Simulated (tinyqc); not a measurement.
Inside a calculation. Model: two coupled magnetic layers: synthetic antiferromagnet, spin flop, exchange bias and magnetoresistance. Computed by tinyqc, a small Python program that keeps every step. Command: `OMP_NUM_THREADS=1 python tinyqc.py 3000065 3000066 out.jsonl saf walk`. One thread of a shared host (Intel(R) Xeon(R) Processor @ 2.30GHz), about 0.3 s of CPU time with the checks. Intermediate numbers are printed to about 6 digits and carried at full precision; extremes and crossings named in words are read from the listed rows.

Moments lie in the plane at the angles p1, p2 from the field. Energy per area: E = J1 cos(p1 - p2) + J2 cos^2(p1 - p2) - B M_s (t1 cos p1 + t2 cos p2) + K (t1 cos^2 p1 + t2 cos^2 p2).

Inputs (values chosen for the exercise, for a model stack):

| quantity | value | unit |
|---|---|---|
| saturation magnetisation M_s | 805 | kA/m |
| thickness t1 | 3.8 | nm |
| thickness t2 | 2.5 | nm |
| antiferromagnetic coupling J1 | 0.9 | mJ/m^2 |
| biquadratic coupling J2 | 0 | mJ/m^2 |
| in-plane anisotropy K | 1.3 | kJ/m^3 |
| field over the saturation field | 0.38 | - |
| spin polarisation P1 | 0.32 | - |
| spin polarisation P2 | 0.66 | - |
| resistance-area product, parallel | 4.3 | ohm micrometre^2 |
| exchange-bias energy J_ex | 0.38 | mJ/m^2 |

Field direction: along the hard axis.

## Saturation field

The parallel state is stable while the Hessian at p1 = p2 = 0 is positive: with c = J1 + 2 J2 and u = B M_s - 2K, (u t1 - c)(u t2 - c) > c^2, so B_sat M_s = c (1/t1 + 1/t2) + 2K. B_K = 2K/M_s.

exchange field c (1/t1 + 1/t2)/M_s = 741.419 mT

B_K = 3.22981 mT

saturation field B_sat = 744.649 mT

applied field B = 282.966 mT

## Equilibrium at the field B

The lowest minimum of E over both angles (from five starts; of two mirror images the one with p1 >= 0, and for equal layers |p1| <= |p2|).

p1 = 40.8133 degrees

p2 = -100.638 degrees

m/m_sat along B = 0.383254

energy = -1.25092 mJ/m^2

The moments are canted, 141.5 degrees apart.

## Tunnel magnetoresistance against a free layer along B

Julliere: TMR = 2 P1 P2/(1 - P1 P2). Conductance G(theta) = G0 (1 + P1 P2 cos theta), so RA(theta) = RA_P (1 + P1 P2)/(1 + P1 P2 cos theta); theta = p2 for the layer next to the barrier.

TMR = 53.5497 %

RA, antiparallel = 6.60264 ohm micrometre^2

RA at this field = 5.41945 ohm micrometre^2

## Pinning of a single layer

A layer t1 on an antiferromagnet is shifted by B_ex = J_ex/(M_s t1).

bias field, single layer = 124.224 mT

## Pinning of the pair

A rigid antiparallel pair has the net moment M_s (t1 - t2), so the same J_ex holds it up to J_ex/(M_s (t1 - t2)).

bias field, rigid pair = 363.115 mT

Caution: at such fields the pair is no longer rigid.

## Magnetisation curve

The formulas are those given above.

Equilibrium states:

| B/B_sat | B (mT) | p1 (degrees) | p2 (degrees) | m/m_sat |
|---|---|---|---|---|
| 0.02 | 14.893 | 28.6549 | -150.219 | 0.18488 |
| 0.06 | 44.679 | 0.0000 | -180.000 | 0.20635 |
| 0.12 | 89.358 | 0.0000 | -180.000 | 0.20635 |
| 0.20 | 148.930 | 17.8422 | -153.421 | 0.21928 |
| 0.30 | 223.395 | 36.9022 | -116.313 | 0.30644 |
| 0.45 | 335.092 | 41.5042 | -89.966 | 0.45196 |
| 0.60 | 446.789 | 38.6074 | -70.965 | 0.60076 |
| 0.80 | 595.719 | 28.7276 | -46.871 | 0.80022 |
| 0.95 | 707.416 | 14.6307 | -22.573 | 0.95004 |
| 1.10 | 819.113 | 0.0000 | 0.000 | 1.00000 |

The collinear state is the lowest in 2 row(s), with m/m_sat = (t1 - t2)/(t1 + t2) = 0.206; then the moments are canted and close at B_sat. The largest gap between m/m_sat and B/B_sat in the canted rows is 0.165.

Checks made by the program: the energy against a grid over both angles (relative difference 3e-07).
